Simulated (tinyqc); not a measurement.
# Bulk transistor, scale length and short-channel effects, step by step

Program tinyqc, `OMP_NUM_THREADS=1 python tinyqc.py 2420121 2420122 out.jsonl`; Intel Xeon 2.30GHz, shared host, one thread, about 0.01 s. Printed values are rounded.

A gate, an insulator of thickness ti and a depleted layer of depth ts on a conducting body. Below threshold the potential that source and drain add obeys Laplace's equation and vanishes on the gate and at the bottom of the depleted layer. Its lowest mode decays along the channel as exp(-k y); k is the smallest positive root of the matching condition at the interface, and the scale length is Lambda = pi/k.

Parameters, values chosen for the exercise; permittivities: semiconductor close to that of gallium nitride, insulator close to that of hafnium oxide:

| symbol | value | unit | meaning |
|---|---|---|---|
| T | 325 | K | temperature |
| eps_r | 9.44 |  | relative permittivity of the semiconductor |
| ei | 22 |  | relative permittivity of the insulator |
| ti | 5.5 | nm | insulator thickness |
| ts | 21 | nm | depletion depth |
| L | 71 | nm | channel length |
| Vbi | 1.03 | V | potential of the source |
| sT | 0.36 | V | potential of the barrier top at threshold |
| VTL | 0.33 | V | long-channel threshold |
| m | 1.11 |  | long-channel body factor |
| Vds | 0.8 | V | drain voltage |

Constants: q = 1.602176634e-19 C, kB = 1.380649e-23 J/K, Vt = kB T/q. Results are converted to the units shown.

## Scan of the matching condition

```
point,k (1/nm)
0,0.02375
1,0.0475
2,0.07125
3,0.095
4,0.11875
5,0.1425
6,0.16625
7,0.19
```

f(k) = eps_r sin(k ti) cos(k ts) + ei cos(k ti) sin(k ts).

```
point,f(k)
0,11.51338
1,19.17795
2,20.54433
3,15.43584
4,5.96973
5,-4.27559
6,-11.62521
7,-13.68235
```

The first change of sign lies between k = 0.11875 and 0.1425 1/nm.

## Iteration 1: decay constant by Newton steps

k at the start = 0.1425 1/nm

f(k) = eps_r sin(k ti) cos(k ts) + ei cos(k ti) sin(k ts); f' by a central difference with +/- 1e-5 1/nm; k(new) = k - f/f'.

f = -4.275588
f' = -393.4325 nm
k after iteration 1 = 0.1316326 1/nm

## Iteration 2: decay constant by Newton steps

As before.

f = 0.2592759
f' = -435.8385 nm
k after iteration 2 = 0.1322275 1/nm

## Course of the iteration: decay constant by Newton steps

Stop when k changes by less than 1e-10 1/nm, or after 30 iterations.

Course of the iteration:
```
iteration,k (1/nm),|change| (1/nm)
1,0.1316326,0.0109
2,0.1322275,5.95e-4
3,0.1322285,1.00e-6
4,0.1322285,2.97e-12
```

Converged in 4 iterations. At the end the number of correct digits about doubles with each step.

## Scale length against simple estimates

k = 0.1322285 1/nm

Lambda = pi/k and l = 1/k. A parabolic potential across the structure gives l(parabolic) = sqrt((eps_r/ei) ts ti).

Lambda = 23.75882 nm
l = 7.562666 nm
l(parabolic) = 7.039886 nm

The parabolic estimate is 6.9 % below l.

## Threshold shift, barrier position and swing

Along the channel psi(y) = s + a exp(y/l) + b exp(-y/l) with psi(0) = Vbi, psi(L) = Vbi + Vds and l = 1/k = Lambda/pi; with A = Vbi - s, B = A + Vds, x = exp(-L/l): a = (B - A x) x/(1 - x^2), b = (A - B x)/(1 - x^2). The minimum is s + 2 sqrt(a b), at y = (l/2) ln(b/a). The long-channel potential follows the gate as s = sT + (Vg - VTL)/m, and the threshold VT is the gate voltage at which the minimum equals sT. Swing = m Vt ln 10/g at threshold, g = d(minimum)/ds = 1 - (b x + a)/((1 + x) sqrt(a b)).

s at threshold = 0.3414778 V
a = 1.245905e-4 V
b = 0.6883976 V
position of the minimum = 32.58409 nm
VT = 0.3094404 V
swing = 73.01702 mV/decade

The threshold lies 20.6 mV below the long-channel value, and the barrier top sits at 0.46 L from the source.
